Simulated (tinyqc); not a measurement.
Voltage acceleration of oxide breakdown, four models on the same data: two steps of the calculation.

Field E = V/tox in MV/cm. Models: ln(t63/1 s) = a - c X with X = E (E model), -1/E (1/E model), ln V (power law, c the exponent n) or sqrt(E).

Values chosen for this exercise: oxide thickness tox = 5.6 nm; use voltage Vu = 2.5 V; stress temperature Ts = 373 K; use temperature Tu = 358 K; activation energy Ea = 0.88 eV; factor for area and percentile ks = 0.00032.

Constants: q = 1.602176634e-19 C, kB = 1.380649e-23 J/K. Results are converted to the units shown.

Task 1. Fitting the models. The three stress times were made with the power model, c = 30.3, and are treated as data. For each model fit ln t63 on X by least squares over the three points.

```
stress	V (V)	t63 (s)
0	4.3	6529
1	4.75	320
2	5.74	1.033
```

Wanted: c; a; largest misfit in ln t63 (0: below 0.002).

Result 1.

```
model	c	a	largest misfit in ln t63 (0: below 0.002)
E	3.377	34.59	0.1788
1/E	269.3	-26.17	0.1890
power	30.30	52.98	0.0000
sqrt E	20.25	64.85	0.0909
```

The worst misfit of any model is 0.19 in ln t63, a factor of 1.21 in time, comparable to the scatter of t63 from small samples, so such data hardly tell the models apart.

Task 2. Projection to use conditions. Project to Vu, multiply by exp[(Ea q/kB)(1/Tu - 1/Ts)] and by ks; ten years are 3.15576e8 s. The largest voltage for ten years solves the same relation for V.

```
model	c	a
E	3.3772969	34.593873
1/E	269.27985	-26.167363
power	30.298423	52.977705
sqrt E	20.254508	64.848683
```

Give: temperature factor; lifetime; largest voltage for ten years.

Result 2.

temperature factor = 3.1491

```
model	lifetime (years)	largest voltage for ten years (V)
E	0.0095545	1.3470
1/E	21675	2.8648
power	2.8524	2.3986
sqrt E	0.12073	2.0106
```

The lifetimes span 6.36 decades, from the E model (most cautious) to the 1/E model; the allowed voltage spans 1.35 to 2.86 V. 1 of the four models pass ten years at Vu. Lifetimes beyond a thousand years are formal extrapolations.

Range of the model: All four laws are empirical fits; none is established far below the stress range.

Computed by the program tinyqc: `OMP_NUM_THREADS=1 python tinyqc.py 2070055 2070056 out.jsonl`, one thread of a shared Intel Xeon 2.30GHz, about 0.01 s for the whole run.
